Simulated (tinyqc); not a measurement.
# Changing the junction spring k_b

Model: phonon transmission through an interface between two chains by Green functions. Computed by tinyqc, a small Python program. Command: `OMP_NUM_THREADS=1 python tinyqc.py 3012792 3012793 out.jsonl agf sweep`. One thread of a shared host (Intel(R) Xeon(R) Processor @ 2.30GHz), about 0.03 s of CPU time with the checks.

Two semi-infinite chains (masses m_1, m_2; springs k_1, k_2), motion along the chain. The central region holds the end atom of each chain, joined by springs k_b. lambda = omega^2 in eV/(angstrom^2 u); nu = 15.6333042 THz x sqrt(lambda).

Inputs (values chosen for the exercise, for two model chains):

| quantity | value | unit |
|---|---|---|
| mass m_1 | 59.9 | u |
| spring k_1 | 3.69 | eV/angstrom^2 |
| mass m_2 | 27.3 | u |
| spring k_2 | 1.98 | eV/angstrom^2 |
| probe frequency / lower band top | 0.41 | - |
| temperature T | 20 | K |

Atoms in the interlayer: none.

Constants: nu for 1 eV/(angstrom^2 u) = 15.6333042 THz; h x 1 THz = 4.135667696 meV; k_B = 8.617333262e-05 eV/K; k_B = 1.380649e-23 J/K; h = 6.62607015e-34 J s.

Method:
- nu_max = 15.6333042 THz x 2 sqrt(k/m); impedance Z = sqrt(k m); long-wave transmission 4 Z_1 Z_2/(Z_1 + Z_2)^2; the probe frequency is the given share of the lower band top.
- In chain i, sin(q_i a/2) = nu/nu_max,i. An outgoing wave makes the next atom move as exp(i q_i a) times the end atom, so the lead adds the self-energy Sigma_i = -k_i exp(i q_i a) to the force-constant matrix; Gamma_i = -2 Im Sigma_i = 2 k_i sin(q_i a).
- A = lambda M - K - Sigma over the central atoms, with K_ii the sum of the springs at i, K_(i,i+1) = -k_b; G = inverse of A; transmission = Gamma_1 Gamma_2 |G_(first,last)|^2.
- Landauer conductance G = k_B int tau(nu) x^2 e^x/(e^x - 1)^2 d nu, x = h nu/(k_B T), from 0 to the lower band top (240 Gauss-Legendre points in s from 0 to 1, nu = nu_top sin(pi s/2)); tau is the transmission, and its thermal mean is G over the value for tau = 1 in the same window; the quantum is g_0 = pi^2 k_B^2 T/(3 h).

One run for each value:

| junction spring k_b (eV/angstrom^2) | conductance G (pW/K) | thermal mean of the transmission | transmission | long-wave transmission |
|---|---|---|---|---|
| 0.085 | 4.381 | 0.23145 | 0.00573 | 0.88561 |
| 0.160 | 7.190 | 0.37987 | 0.02119 | 0.88561 |
| 0.300 | 10.714 | 0.56604 | 0.07835 | 0.88561 |
| 0.570 | 14.113 | 0.74560 | 0.27492 | 0.88561 |
| 1.100 | 16.169 | 0.85420 | 0.66716 | 0.88561 |
| 2.000 | 16.722 | 0.88342 | 0.86823 | 0.88561 |
| 3.800 | 16.715 | 0.88303 | 0.86515 | 0.88561 |
| 7.200 | 16.605 | 0.87725 | 0.82091 | 0.88561 |
| 14.000 | 16.519 | 0.87271 | 0.78783 | 0.88561 |

Over the rows, conductance G (pW/K) goes from 4.38 through a maximum among these rows, 16.7 at 2.00, to 16.5; thermal mean of the transmission goes from 0.231 through a maximum among these rows, 0.883 at 2.00, to 0.873; transmission goes from 0.00573 through a maximum among these rows, 0.868 at 2.00, to 0.788. The exponent of long-wave transmission stays at 0: long waves do not see the junction. G is largest among these rows at k_b = 2.0, against k_1 = 3.69 and k_2 = 1.98; weak bonds reflect all but the longest waves. Left out: 0.0450 (the run failed its checks).

Extremes, crossings and ranges named in words are read from the listed rows.
